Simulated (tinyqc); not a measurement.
Where a trap does most harm: tunnelling through a thin dielectric with one trap, as a tight-binding chain.

Hopping -t everywhere, t = c/(m a^2), c = hbar^2/2m0; lead sites at 2t (band bottom 0), barrier sites 1 to N at 2t + phi, and site j has U besides. No voltage. Leads give S = -t exp(ika) on sites 1 and N, cos(ka) = 1 - E/(2t). T = (2 t sin(ka))^2 |G_1N|^2, G = (E - H - S)^-1. In the barrier cosh(q a) = 1 + (phi - E)/(2t).

Resonance: the lowest eigenvalue of H + S(E), iterated until its real part equals E (40 rounds from Eb = phi + 2t - sqrt(4t^2 + U^2), the level in an endless barrier). With v the normalised squared amplitudes of that state, Gamma_L = 2 t sin(ka) v_1, Gamma_R = 2 t sin(ka) v_N; Breit-Wigner T = Gamma_L Gamma_R/((E - Er)^2 + (Gamma_L + Gamma_R)^2/4).

Constants: hbar^2/2m0 = 3.80998211 eV angstrom^2.

Parameters, chosen for this exercise (barrier and mass of the size used for Si3N4 on silicon; not measured data):

| symbol | value | unit | meaning |
|---|---|---|---|
| a | 2 | angstrom | site spacing |
| m | 0.4 | m0 | mass, the same in leads and barrier |
| phi | 2.23 | eV | conduction edge of the barrier above that of the leads |
| N | 7 |  | barrier sites |
| U | -3.37 | eV | extra energy on the trap site |

The trap is moved through the barrier. The area under the resonance, 2 pi Gamma_L Gamma_R/(Gamma_L + Gamma_R), sets the current through it.

Against position:

| j | Er (eV) | Gamma_L (meV) | Gamma_R (meV) | peak | area (meV) |
|---|---|---|---|---|---|
| 3 | 1.1625 | 150 | 10.7 | 0.250 | 62.9 |
| 4 | 1.1620 | 39.3 | 39.3 | 1.00 | 124 |
| 5 | 1.1625 | 10.7 | 150 | 0.250 | 62.9 |

The area is largest at j = 4 (124 meV) and 1.96 times smaller at j = 3: the slower of the two steps limits the current, so traps in the middle carry most. Each site towards a lead multiplies its width by about 3.80, close to exp(2 q a) = 3.74 at Eb.

(tinyqc, `OMP_NUM_THREADS=1 python tinyqc.py 1481253 1481254 out.jsonl`, Intel(R) Xeon(R) Processor @ 2.30GHz, 1 thread, shared host, about 0.08 s.)
